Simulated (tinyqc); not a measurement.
What moves the results: band gaps under pressure and temperature from deformation potentials. A value that a table varies takes the place of the one given here.

Murnaghan: V/V0 = (1 + Bp P/B0)^(-1/Bp), B0 = (C11 + 2 C12)/3. Each gap moves by a ln(V/V0) with its volume potential a, and falls with temperature by aV T^2/(T + bV) (Varshni); the two effects are added. No change of phase is considered.

Constants: hc = 1239.841984 eV nm.

Parameters, chosen for this exercise (near those of Ge, the X and L potentials typical of such crystals; not measured data): Eg = 0.902 eV (gap at Gamma to the s-like level at 0 K, 0 GPa); EgX = 0.929 eV (gap to X at 0 K, 0 GPa); EgL = 0.753 eV (gap to L at 0 K, 0 GPa); C11 = 126.6 GPa; C12 = 48.3 GPa; Bp = 4.47 (pressure derivative of the bulk modulus); aG = -9.62 eV (volume potential of the Gamma gap); aX = 2.08 eV (volume potential of the X gap); aL = -4.14 eV (volume potential of the L gap); aV = (0.562, 0.484, 0.491) meV/K (Varshni alpha of Gamma, X, L); bV = (314, 252, 250) K (Varshni beta of Gamma, X, L); T = 300 K (temperature); P = 1.8 GPa (pressure).

## Gaps against pressure

The last column is the linear form E0 + c1 P for Gamma, c1 = -aG/B0.

Gaps (eV):

| P (GPa) | ln(V/V0) | Gamma | X | L | lowest | Gamma, linear |
|---|---|---|---|---|---|---|
| 0.00 | 0.0000 | 0.820 | 0.850 | 0.673 | L | 0.820 |
| 1.50 | -0.0193 | 1.005 | 0.810 | 0.753 | L | 1.014 |
| 3.00 | -0.0371 | 1.176 | 0.773 | 0.826 | X | 1.208 |
| 4.50 | -0.0535 | 1.335 | 0.739 | 0.894 | X | 1.401 |
| 6.00 | -0.0689 | 1.482 | 0.707 | 0.958 | X | 1.595 |
| 7.50 | -0.0832 | 1.620 | 0.677 | 1.017 | X | 1.789 |
| 9.00 | -0.0967 | 1.750 | 0.649 | 1.073 | X | 1.983 |
| 10.50 | -0.1094 | 1.872 | 0.622 | 1.126 | X | 2.177 |
| 12.00 | -0.1215 | 1.988 | 0.597 | 1.175 | X | 2.371 |

How do the results move?

Over 12 GPa Gamma moves by +1.168, L by +0.503 and X by -0.253 eV. The lowest valley changes: L to X between 1.50 and 3.00 GPa, and the fundamental gap peaks at 0.773 eV on these points. The linear form overshoots by 383 meV at the end, because the crystal stiffens; the gap is linear in ln V, not in P. Rows above about 11 GPa lie beyond the phase change of the real crystal.

## Gaps against temperature

At the pressure P; wavelength hc/E of the lowest gap.

Gaps (eV):

| T (K) | Gamma | X | L | lowest | wavelength (nm) |
|---|---|---|---|---|---|
| 0 | 1.1230 | 0.8812 | 0.8481 | L | 1461.9 |
| 50 | 1.1191 | 0.8772 | 0.8440 | L | 1469.0 |
| 100 | 1.1094 | 0.8675 | 0.8341 | L | 1486.5 |
| 200 | 1.0793 | 0.8384 | 0.8045 | L | 1541.2 |
| 300 | 1.0406 | 0.8023 | 0.7678 | L | 1614.9 |
| 400 | 0.9971 | 0.7624 | 0.7272 | L | 1704.8 |
| 500 | 0.9504 | 0.7203 | 0.6844 | L | 1811.5 |
| 600 | 0.9016 | 0.6767 | 0.6402 | L | 1936.8 |

What can be read from the table?

From 0 to 100 K the Gamma gap falls by 13.6 meV, from 500 to 600 K by 48.8 meV: quadratic below bV, linear with a slope tending to aV = 0.562 meV/K above. L stays lowest. A pressure of 0.64 GPa, with the slope -aG/B0 at zero pressure, would undo the fall of the Gamma gap from 0 to 300 K.

## What each parameter does

Gaps at P and T. Each row changes one parameter from the base and keeps the others.

Results:

| case | Gamma (eV) | X (eV) | L (eV) |
|---|---|---|---|
| base | 1.0406 | 0.8023 | 0.7678 |
| T = 350 K | 1.0193 | 0.7827 | 0.7479 |
| C11 = 139.26 GPa | 1.0293 | 0.8047 | 0.7629 |
| C12 = 53.13 GPa | 1.0319 | 0.8042 | 0.7640 |
| Bp = 4.917 | 1.0395 | 0.8025 | 0.7673 |
| aG = -10.582 eV | 1.0627 | 0.8023 | 0.7678 |
| aX = 1.872 eV | 1.0406 | 0.8071 | 0.7678 |
| aL = -4.554 eV | 1.0406 | 0.8023 | 0.7773 |
| P = 1.62 GPa | 1.0195 | 0.8069 | 0.7587 |

How do the results move?

The largest shifts from the base row, up to three for each result and ties (the steps differ in size, so this ranks the rows, not the parameters). Gamma (eV): aG +0.0221, T -0.0213, P -0.0211; unchanged at the printed digits by aX and aL. X (eV): T -0.0196, aX +0.0048, P +0.0046; unchanged at the printed digits by aG and aL. L (eV): T -0.0199, aL +0.0095, P -0.0091; unchanged at the printed digits by aG and aX.

Computed by tinyqc, a small Python program: `OMP_NUM_THREADS=1 python tinyqc.py 1081553 1081554 out.jsonl` (the numbers bound the seed that draws the inputs); one thread of a shared host (Intel(R) Xeon(R) Processor @ 2.30GHz), about 0.01 s for the whole set of steps.
